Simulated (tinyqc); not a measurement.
Sublattice potential against complex hopping: Haldane model. Computed by the program tinyqc. H_AA = delta - 2 t2 sum cos(k.b + phi), H_BB = -delta - 2 t2 sum cos(k.b - phi), H_AB = -t1 (1 + exp(-i k.a1) + exp(-i k.a2)), b = a1, a2 - a1, -a2, m = 3 sqrt3 t2 sin(phi); the sign of the Chern number follows the orientation k1 then k2.

Honeycomb lattice:
```
parameter     value
t1 (eV)    2.810000
t2 (eV)    0.550000
phi (rad)  1.160000
```

Gaps at the two valleys (eV) and Chern number of the lower band (12 x 12 mesh):
```
delta   gap 2|delta - m|  gap 2|delta + m|  Chern number
-4.716            14.672             4.192             0
-3.406            12.052             1.572             0
-1.572             8.384             2.096            -1
0.000              5.240             5.240            -1
1.048              3.144             7.336            -1
1.965              1.310             9.170            -1
3.275              1.310            11.790             0
5.240              5.240            15.720             0
```

What does the comparison show, and why?

Here |m| = 2.6201 eV. For |delta| < |m| the two valleys have masses of opposite sign and the Chern number is +/-1; one gap closes at |delta| = |m|, and beyond it the band is trivial.
